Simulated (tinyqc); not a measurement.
Lossy on-chip transmission line with skin effect: one step of the calculation.

A uniform line in a homogeneous dielectric: c = sqrt(er)/(c0 Z0), l = Z0 sqrt(er)/c0 (c0 = 299792458 m/s), g = w c td, w = 2 pi f. The resistance joins its limits as r = sqrt(r_dc^2 + r_hf^2), with r_dc = rho/(wd th), r_hf = kr rho/(2 delta (wd + th)), delta = sqrt(rho/(pi f mu0)), mu0 = 4 pi 1e-7 H/m; this is an interpolation, and internal inductance, up to 0.05 nH/mm at low frequency, is neglected.

Problem. Line constants. delta, r_dc, r_hf, r, l, c and g as defined.

Inputs (values chosen for the exercise): width of the strip wd = 1.1 um; thickness of the strip th = 1.1 um; resistivity rho = 1.8 uohm cm; relative permittivity er = 2.7; loss tangent td = 0.01; lossless impedance sqrt(l/c) Z0 = 50 ohm; factor for crowding and the return path kr = 1.5; frequency f = 12 GHz.

Wanted: delta; r_dc; r_hf; r; l; c; g.

Solution.

delta = 0.61640 um
r_dc = 14.876 ohm/mm
r_hf = 9.9551 ohm/mm
r = 17.900 ohm/mm
l = 0.27405 nH/mm
c = 109.62 pF/m
g = 0.082652 S/m

r is 1.20 times r_dc; the skin depth is 0.560 of the thickness.

Program tinyqc, `OMP_NUM_THREADS=1 python tinyqc.py 2810124 2810125 out.jsonl`; Intel Xeon 2.30GHz, shared host, one thread, about 0.01 s.
